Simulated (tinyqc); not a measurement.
Three-phonon processes in a diatomic chain: dispersion, energy and momentum conservation, and decay channels of optical phonons: one step, computed by the program tinyqc. Command: `OMP_NUM_THREADS=1 python tinyqc.py 3120566 3120567 out.jsonl threeph walk`. One thread of a shared host (Intel(R) Xeon(R) Processor @ 2.30GHz), about 0.05 s of CPU time with the checks.

Cell length a, two atoms, one spring constant. x = q a/pi runs from -1 to 1; A and O are the acoustic and optical branches. Matrix elements are not computed: only conservation laws and occupation factors are followed.

Task: Decay of the zone-centre phonon. omega^2 = k (1/m + 1/M) -/+ k sqrt((1/m + 1/M)^2 - 4 sin^2(pi x/2)/(m M)); nu = 15.6333042 THz x sqrt(omega^2) for eV/(angstrom^2 u). O(0) -> A(x) + A(-x) needs nu_A(x) = nu_O(0)/2, which gives sin^2(pi x/2) = (3/16)(m + M)^2/(m M). Full width at half maximum Gamma = Gamma_0 (1 + 2 n), n = 1/(exp(h nu_A/(k_B T)) - 1); lifetime = 1/(2 pi c Gamma).

Inputs (values chosen for the exercise, for a model chain):
```
quantity,value,unit
light mass m,69.7,u
heavy mass M,85.7,u
temperature T,50,K
zero-temperature width Gamma_0,2.5,1/cm
```

optical top = 9.299058 THz

Constants: h x 1 THz = 4.135667696 meV; k_B = 8.617333262e-05 eV/K; c = 299792458 m/s.

Give: x of the products; their frequency; occupation n; width Gamma; lifetime.

Result:

x of the products = 0.67261

their frequency = 4.6495 THz

occupation n = 0.011664

width Gamma = 2.5583 1/cm

lifetime = 2.0751 ps
